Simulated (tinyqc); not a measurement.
Worked calculation: CIS on RHF in the sto-3g basis, for BeH+, spin multiplicity 1. One step of it, computed by the program tinyqc.

Question. CIS matrix, singlets. A(ia,jb) = (e_a - e_i) d_ij d_ab + 2 (ia|jb) - (ij|ab).

orbital energies (hartree): [-5.015108, -0.717405, -0.261146, -0.139268, -0.139268, 0.283084]

Two-electron integrals over orbitals (pq|rs), unique and non-zero (hartree):
```
(11|11) 2.275487    (21|11) -0.165945   (21|21) 0.020717    (22|11) 0.476537
(22|21) 0.001676    (22|22) 0.516147    (31|11) -0.173670   (31|21) 0.016366
(31|22) -0.017350   (31|31) 0.027558    (32|11) 0.044915    (32|21) -0.005592
(32|22) -0.067419   (32|31) 0.002369    (32|32) 0.038561    (33|11) 0.550189
(33|21) -0.012860   (33|22) 0.320286    (33|31) 0.004031    (33|32) 0.030388
(33|33) 0.461951    (41|41) 0.015595    (42|41) 0.013415    (42|42) 0.043200
(43|41) 0.014015    (43|42) 0.031476    (43|43) 0.051526    (44|11) 0.569236
(44|21) -0.006059   (44|22) 0.364216    (44|31) -0.006104   (44|32) 0.022122
(44|33) 0.396984    (44|44) 0.449859    (51|51) 0.015595    (52|51) 0.013415
(52|52) 0.043200    (53|51) 0.014015    (53|52) 0.031476    (53|53) 0.051526
(54|54) 0.024249    (55|11) 0.569236    (55|21) -0.006059   (55|22) 0.364216
(55|31) -0.006104   (55|32) 0.022122    (55|33) 0.396984    (55|44) 0.401360
(55|55) 0.449859    (61|11) 0.097653    (61|21) -0.015936   (61|22) -0.010655
(61|31) -0.003466   (61|32) 0.006985    (61|33) 0.017058    (61|44) 0.002100
(61|55) 0.002100    (61|61) 0.018107    (62|11) -0.124668   (62|21) 0.002702
(62|22) 0.051558    (62|31) 0.006830    (62|32) -0.047676   (62|33) -0.025714
(62|44) -0.058422   (62|55) -0.058422   (62|61) 0.002115    (62|62) 0.121674
(63|11) 0.054226    (63|21) -0.003622   (63|22) -0.056026   (63|31) 0.005561
(63|32) 0.033014    (63|33) 0.056878    (63|44) 0.020385    (63|55) 0.020385
(63|61) 0.007070    (63|62) -0.049321   (63|63) 0.050652    (64|41) -0.008918
(64|42) -0.029271   (64|43) -0.013442   (64|64) 0.025721    (65|51) -0.008918
(65|52) -0.029271   (65|53) -0.013442   (65|65) 0.025721    (66|11) 0.507754
(66|21) -0.000700   (66|22) 0.514685    (66|31) -0.015152   (66|32) -0.067054
(66|33) 0.348940    (66|44) 0.368411    (66|55) 0.368411    (66|61) -0.006993
(66|62) 0.081746    (66|63) -0.056824   (66|66) 0.553244
```

Give: CIS matrix A, singlet.

Answer.

CIS matrix A, singlet (hartree), order 1>3, 1>4, 1>5, 1>6, 2>3, 2>4, 2>5, 2>6:
```
[[4.2589, 0.0000, 0.0000, -0.0612, 0.0176, 0.0000, 0.0000, 0.0173],
 [0.0000, 4.3378, 0.0000, 0.0000, 0.0000, 0.0329, 0.0000, 0.0000],
 [0.0000, 0.0000, 4.3378, 0.0000, 0.0000, 0.0000, 0.0329, 0.0000],
 [-0.0612, 0.0000, 0.0000, 4.8267, 0.0176, 0.0000, 0.0000, 0.0049],
 [0.0176, 0.0000, 0.0000, 0.0176, 0.2131, 0.0000, 0.0000, -0.0393],
 [0.0000, 0.0329, 0.0000, 0.0000, 0.0000, 0.3003, 0.0000, 0.0000],
 [0.0000, 0.0000, 0.0329, 0.0000, 0.0000, 0.0000, 0.3003, 0.0000],
 [0.0173, 0.0000, 0.0000, 0.0049, -0.0393, 0.0000, 0.0000, 0.7292]]
```
